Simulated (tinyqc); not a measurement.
Avalanche multiplication and breakdown of a junction from ionisation integrals. From one set of inputs to another, one input at a time. Computed by tinyqc, a small Python program. Command: `OMP_NUM_THREADS=1 python tinyqc.py 3015371 3015372 out.jsonl impact ladder`. One thread of a shared host (Intel(R) Xeon(R) Processor @ 2.30GHz), about 0.04 s of CPU time with the checks.

Ionisation coefficients follow the local field. Position x runs through the depletion layer from the p side (x = 0), where electrons enter, to the n side (x = w), where holes enter. The built-in voltage is neglected.

The inputs printed are set A. Set A is modelled on diamond; the values taken over come from a set modelled on germanium. Inputs not listed in the table keep their values of set A, so the rows need not describe a real material.

Inputs (values chosen for the exercise, modelled on diamond): electron prefactor a_n = 1.82e+08 1/cm; electron field b_n = 7.8e+07 V/cm; hole prefactor a_p = 5.16e+06 1/cm; hole field b_p = 1.42e+07 V/cm; exponent c = 1; permittivity eps = 5.7; drift-layer mobility mu = 2100 cm^2/(V s); doping N of the lightly doped side = 9.4e+15 1/cm^3; bias as a fraction of the breakdown voltage = 0.65.

Junction: one-sided abrupt p+n.

Constants: e = 1.602176634e-19 C; eps_0 = 8.8541878128e-12 F/m.

Method:
- alpha_n = a_n exp(-(b_n/F)^c), alpha_p = a_p exp(-(b_p/F)^c).
- Field F = F_m (1 - s), w = eps eps_0 F_m/(e N), V = F_m w/2, with s = x/w (the peak lies at the p+ side).
- With Phi(x) = int_0^x (alpha_n - alpha_p) dx': 1 - 1/M_n = I_n = int_0^w alpha_n exp(-Phi) dx and M_p = M_n exp(-Phi(w)); trapezoid rule on 401 even points; breakdown at I_n = 1.
- Solve I_n(F_m) = 1.
- Bias V = fraction times the breakdown voltage.
- M_n = 1/(1 - I_n), M_p = M_n exp(-Phi(w)); McIntyre excess noise for the carrier with the larger M, F_x = k M + (1 - k)(2 - 1/M), with k = (smaller M - 1)/(larger M - 1).
- R_on = w/(e mu N) with w the width at breakdown; figure of merit V_B^2/R_on; for a triangular field it equals eps eps_0 mu F_m^3/4.

Each row keeps all changes above it:
```
input moved                                       from        to  critical field F_m (MV/cm)     M_n  specific on-resistance (milliohm cm^2)
set A                                                -         -                      3.6213  1.0000                                   0.384
drift-layer mobility mu (cm^2/(V s))              2100      4100                      3.6213  1.0000                                   0.197
hole prefactor a_p (1/cm)                      5160000   9770000                      3.3132  1.0000                                   0.180
hole field b_p (V/cm)                         14200000   1270000                      0.8122  1.0000                                   0.044
electron prefactor a_n (1/cm)                182000000  15400000                      0.8158  1.0000                                   0.044
doping N of the lightly doped side (1/cm^3)    9.4e+15   6.3e+14                      0.4487  1.0000                                   5.421
permittivity eps                                   5.7        16                      0.3729  1.0000                                  12.646
electron field b_n (V/cm)                     78000000   1550000                      0.1751  1.0460                                   5.939
```

Critical field F_m goes from 3.62 to 0.175, a factor 0.0484 in all. The largest single move comes from hole field b_p (a factor 0.245). M_n goes from 1.00 to 1.05, a factor 1.05 in all. The largest single move comes from electron field b_n (a factor 1.05). Specific on-resistance goes from 0.384 to 5.94, a factor 15.5 in all. The largest single move comes from doping N of the lightly doped side (a factor 122), and hole field b_p works against it (a factor 0.245). The single moves hold for this order of the switches; the total does not depend on the order.

Extremes, crossings and ranges named in words are read from the listed rows.
